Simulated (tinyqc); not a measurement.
Worked calculation: plane-wave Kohn-Sham cycle with exchange-only LDA in a layered model solid. One step of it, computed by the program tinyqc.

Question. Iteration 1: levels at that k. Diagonalise the Hermitian matrix.

H (hartree), order -2, -1, +0, +1, +2:
$$\begin{pmatrix}
0.387945 & -0.070000 & 0.065000 & 0.000000 & 0.000000 \\
-0.070000 & -0.129285 & -0.070000 & 0.065000 & 0.000000 \\
0.065000 & -0.070000 & -0.301695 & -0.070000 & 0.065000 \\
0.000000 & 0.065000 & -0.070000 & -0.129285 & -0.070000 \\
0.000000 & 0.000000 & 0.065000 & -0.070000 & 0.387945
\end{pmatrix}$$

Give: eigenvalues.

Answer.

eigenvalues (hartree): [-0.343, -0.203, -0.049, 0.396, 0.414]
